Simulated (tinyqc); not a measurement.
In-plane mass from two subband densities.

Problem. At zero temperature each occupied subband holds N_k = D (EF - E_k), D = md m0 q/(pi hbar^2) per eV. Two subbands are occupied. Find md, EF - E1 and EF - E2.

Constants: q = 1.602176634e-19 C, hbar = 1.054571817e-34 J s, m0 = 9.1093837015e-31 kg. Results are converted to the units shown.

N1, N2 (cm^-2): 4.3512438e12  1.2e11
E2 - E1 = 50.9 meV

Answer. N1 - N2 = D (E2 - E1) gives D and so md; each N_k/D is a distance to EF.

md = 0.1990 m0
EF - E1 = 52.34 meV
EF - E2 = 1.444 meV

Numbers from tinyqc (`OMP_NUM_THREADS=1 python tinyqc.py 2140033 2140034 out.jsonl`; about 0.2 s on one thread of a shared Intel Xeon 2.30GHz).
